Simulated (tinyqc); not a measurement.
Worked calculation: Hartree-Fock atom on a uniform radial grid, spin-unpolarised, for He. Computed by tinyqc, a small Python program that keeps every step. Settings: Z = 2, points = 256, R = 13.6, functional = hf2, mixing = 0.2, iteration cap = 62. Command: `OMP_NUM_THREADS=1 python tinyqc.py 22583 22584 out.jsonl` (the two numbers bound the seeds that draw the settings). One thread of a shared host (Intel(R) Xeon(R) Processor @ 2.60GHz), about 0.7 s of CPU time with the checks.

Spherical atom on a uniform radial grid r_j = j h with h = R/(N + 1), h sum u^2 = 1 and integrals as h times sums, u(0) = u(R) = 0 (atomic units):
```
parameter            value
Z                        2
points N               256
R                13.600000
h                 0.052918
mixing            0.200000
electrons in 1s          2
```

Three-point differences turn -u''/2 + [l(l+1)/2r^2 - Z/r + V] u = e u into a tridiagonal matrix (diagonal 1/h^2 + potential, off-diagonal -1/2h^2). D = sum f u^2; the Hartree potential y/r solves y'' = -D/r with y(0) = 0, y(R) = N_e; for two electrons in one orbital exchange is -V_H/2 (Hartree-Fock); E = sum f e - int D V + int D (V_H/2 + eps_xc); V(new) = V + mixing (V_H + v_xc - V).

Stop when input and output potentials agree to 1e-7.

Course of the cycle (hartree):
```
iteration            E      e(1s)  largest |V(out) - V(in)|
1          -2.74026512  -1.994430                  1.99e+00
2          -2.78194848  -1.747036                  1.53e+00
3          -2.80897994  -1.557131                  1.17e+00
4          -2.82610472  -1.411186                  8.91e-01
5          -2.83672218  -1.298882                  6.78e-01
6          -2.84317906  -1.212350                  5.15e-01
7          -2.84703998  -1.145587                  3.91e-01
8          -2.84931567  -1.094008                  2.96e-01
9          -2.85064103  -1.054108                  2.25e-01
10         -2.85140546  -1.023204                  1.70e-01
11         -2.85184296  -0.999236                  1.29e-01
...                ...        ...                       ...
52         -2.85241510  -0.914433                  6.58e-06
53         -2.85241510  -0.914432                  5.25e-06
54         -2.85241510  -0.914431                  4.19e-06
55         -2.85241510  -0.914430                  3.34e-06
56         -2.85241510  -0.914430                  2.66e-06
57         -2.85241510  -0.914429                  2.12e-06
58         -2.85241510  -0.914429                  1.69e-06
59         -2.85241510  -0.914429                  1.35e-06
60         -2.85241510  -0.914428                  1.08e-06
61         -2.85241510  -0.914428                  8.60e-07
62         -2.85241510  -0.914428                  6.86e-07
```

Can the last value be used, and what does the course show?

Not by the stop rule, although the second column moves by less than 1e-07 over the last three steps; and the uniform grid itself carries an error of order h^2 at the cusp, far above the threshold. Not converged within 62 iterations: the residual falls steadily but slowly, by a factor of about 0.80 a step. Reruns (cap 100 unless said): mixing 0.3: converged in 45; mixing 0.6: converged in 18; the original settings with a cap of 400: converged in 71. Even converged, this uniform grid resolves the cusp poorly and misses the energy of the atom.
